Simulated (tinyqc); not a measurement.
Inside a calculation. Model: carrier lifetime from Shockley-Read-Hall, radiative, Auger and surface recombination. Computed by tinyqc, a small Python program that keeps every step. Command: `OMP_NUM_THREADS=1 python tinyqc.py 3031768 3031769 out.jsonl lifetime walk`. One thread of a shared host (Intel(R) Xeon(R) Processor @ 2.30GHz), about 0.02 s of CPU time with the checks. Intermediate numbers are printed to about 5 digits and carried at full precision; extremes and crossings named in words are read from the listed rows.

Energies are counted from the top of the valence band. Boltzmann statistics, full ionisation, and equal excess densities of electrons and holes.

Inputs (values chosen for the exercise, with bands modelled on CdTe):
```
quantity                          value        unit
gap E_g                            1.54          eV
electron mass m_e                 0.093         m_0
valleys M_c                           1           -
hole mass m_h                     0.633         m_0
temperature T                       400           K
doping N                        7.7e+16       cm^-3
trap level E_t                    0.234          eV
trap density N_t                2.5e+11       cm^-3
electron cross-section sigma_n  4.2e-16        cm^2
hole cross-section sigma_p      1.3e-14        cm^2
radiative coefficient B         5.4e-10      cm^3/s
Auger coefficient C_n           9.3e-32      cm^6/s
Auger coefficient C_p           6.8e-31      cm^6/s
excess density dn                 4e+14       cm^-3
generation rate G               3.2e+21  cm^-3 s^-1
diffusion coefficient D              30      cm^2/s
surface velocity S                  3.6        cm/s
thickness W                         240  micrometre
```

Doping: n-type. Surface term: two equal surfaces.

Constants: m_0 = 9.1093837015e-31 kg; k_B = 1.380649e-23 J/K; h = 6.62607015e-34 J s; k_B = 8.617333262e-05 eV/K.

## Equilibrium densities

N_c = 2 M_c (2 pi m_e k_B T/h^2)^(3/2) and N_v = 2 (2 pi m_h k_B T/h^2)^(3/2), masses in units of m_0. n_i = sqrt(N_c N_v) exp(-E_g/2 k_B T); majority density N/2 + sqrt(N^2/4 + n_i^2), minority density n_i^2 over it.

N_c = 1.0957e+18 cm^-3

N_v = 1.9457e+19 cm^-3

n_i = 9.1796e+08 cm^-3

n_0 = 7.70e+16 cm^-3

p_0 = 10.943 cm^-3

## Capture times and SRH densities

v = sqrt(3 k_B T/m) with m_e or m_h; tau_n0 = 1/(sigma_n v_n N_t), tau_p0 = 1/(sigma_p v_p N_t); n1 = N_c exp(-(E_g - E_t)/k_B T), p1 = N_v exp(-E_t/k_B T).

v_n = 4.4223e+07 cm/s

v_p = 1.6951e+07 cm/s

tau_n0 = 2.1536e-04 s

tau_p0 = 1.8152e-05 s

n1 = 38.444 cm^-3

p1 = 2.1919e+16 cm^-3

Emission from the level is not negligible: captured carriers are often re-emitted, which lengthens the lifetime at low injection.

## Surface lifetime

The slowest diffusion mode has x tan x = S W/(2 D) with 0 < x < pi/2 (bisection), and tau_s = W^2/(4 x^2 D). The common approximation is W/(2 S) + W^2/(pi^2 D).

x = 0.037938

tau_s = 0.0033349 s

approximate tau_s = 0.0033353 s

The approximation is off by 0.010 %. Recombination at the surfaces limits: tau_s is close to W/2S.

## Lifetimes at the given injection

With n = n_0 + dn, p = p_0 + dn and U/dn = 1/tau: (n p - n_i^2)/dn = n_0 + p_0 + dn = s; 1/tau_SRH = s/[tau_p0 (n + n1) + tau_n0 (p + p1)]; 1/tau_rad = B s; 1/tau_Aug = (C_n n + C_p p) s; the rates add, with 1/tau_s. Radiative efficiency = tau_eff/tau_rad; effective diffusion length = sqrt(D tau_eff).

tau_SRH at dn = 8.0252e-05 s

tau_rad at dn = 2.3926e-08 s

tau_Aug at dn = 0.0017295 s

effective lifetime at dn = 2.3918e-08 s

radiative efficiency at dn = 0.99968

effective diffusion length at dn = 8.4708 micrometre

Radiative recombination carries 100 % of the rate; dn/N = 0.0052 is low injection.

## Steady state under generation

dn solves dn/tau_eff(dn) = G (60 bisections in ln dn between 1e-2 and 1e22 cm^-3); the splitting of the quasi-Fermi levels is k_B T ln(n p/n_i^2).

steady excess density = 7.6859e+13 cm^-3

lifetime in the steady state = 2.4018e-08 s

quasi-Fermi splitting under G = 1.0196 eV

The splitting, an upper bound for e V_oc, is 66 % of the gap.

## Lifetime against injection

Rows stop below half the smaller effective density of states.

Lifetimes (s):
```
dn (cm^-3)         SRH   radiative      Auger   effective  radiative efficiency  fastest channel
1.00e+10    7.9456e-05  2.4050e-08  0.0018136  2.4042e-08               0.99968        radiative
1.00e+11    7.9457e-05  2.4050e-08  0.0018136  2.4042e-08               0.99968        radiative
1.00e+12    7.9458e-05  2.4050e-08  0.0018134  2.4042e-08               0.99968        radiative
1.00e+13    7.9476e-05  2.4047e-08  0.0018114  2.4039e-08               0.99968        radiative
1.00e+14    7.9656e-05  2.4019e-08  0.0017919  2.4011e-08               0.99968        radiative
1.00e+15    8.1431e-05  2.3742e-08  0.0016159  2.3734e-08               0.99969        radiative
1.00e+16    9.7164e-05  2.1286e-08  0.0007719  2.1280e-08               0.99975        radiative
1.00e+17    1.6649e-04  1.0462e-08  0.0000669  1.0460e-08               0.99978        radiative
```

tau_SRH goes from 7.95e-5 s at low injection (4.38 times the minority capture time) to 1.66e-4 s in the last row; at high injection it tends to tau_n0 + tau_p0 = 2.34e-4 s. Ruling channel by row: radiative from 1e10 cm^-3.

## Where in the gap a trap does harm

Low injection: tau = [tau_p0 (n_0 + n1) + tau_n0 (p_0 + p1)]/(n_0 + p_0). Depleted region (n = p = 0): generation lifetime tau_g = (tau_p0 n1 + tau_n0 p1)/n_i. n1 = N_c exp(-(E_g - E_t)/k_B T), p1 = N_v exp(-E_t/k_B T).

The same trap at other energies:
```
E_t (eV)  SRH lifetime (s)  generation lifetime (s)
0.092            0.0037905               3.1643e+05
0.231            0.0000850               5.6099e+03
0.385            0.0000189               6.4364e+01
0.539            0.0000182               7.3846e-01
0.693            0.0000182               8.4730e-03
0.770            0.0000182               9.1183e-04
0.847            0.0000182               1.3742e-04
1.001            0.0000182               3.5063e-03
1.155            0.0000182               3.0551e-01
1.309            0.0000185               2.6628e+01
1.448            0.0000361               1.5020e+03
```

The SRH lifetime (other channels left aside) stays within 10 % of its least value, among these rows, from E_t = 0.385 to 1.309 eV. The generation lifetime has a sharp minimum, among these rows at 0.847 eV and exactly at 0.862 eV, where tau_p0 n1 = tau_n0 p1, since generation needs two thermal jumps and the larger one rules.

Checks made by the program: n1 p1 = n_i^2 (relative difference below 1e-10); x tan x at the root (relative difference below 1e-10).
